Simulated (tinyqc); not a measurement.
Memristor with linear dopant drift, Biolek window: one step of the calculation.

A film of thickness D has a doped share x: R = Ron x + Roff (1 - x), i = v/R, dx/dt = k i F with k = mv Ron/D^2 and F = 1 - x^(2 p) for i >= 0 and 1 - (x - 1)^(2 p) for i < 0. The drive is v = V0 sin(2 pi f t). The model has no threshold and no heating.

Problem. One Runge-Kutta step. Step h = 1/(12 f), from t = j h. With g(t, x) = dx/dt: k1 = g(t, x), k2 = g(t + h/2, x + h k1/2), k3 = g(t + h/2, x + h k2/2), k4 = g(t + h, x + h k3), x(new) = x + h (k1 + 2 k2 + 2 k3 + k4)/6.

Values chosen for this exercise: resistance of the fully doped film Ron = 100 ohm; resistance of the undoped film Roff = 40000 ohm; film thickness D = 15 nm; dopant mobility mv = 9.5e-15 m^2/(V s); amplitude V0 = 1.1 V; window exponent p = 5; frequency f = 0.34 Hz.

x at step 1 = 0.20914902
j = 1

Find: k1..k4; x at step 2.

Solution.

k1..k4 (1/s): [0.07336, 0.10494, 0.10546, 0.13134]
x at step 2 = 0.23470

tinyqc, about 0.3 s, one thread, Intel Xeon 2.30GHz (shared host): `OMP_NUM_THREADS=1 python tinyqc.py 2880149 2880150 out.jsonl`
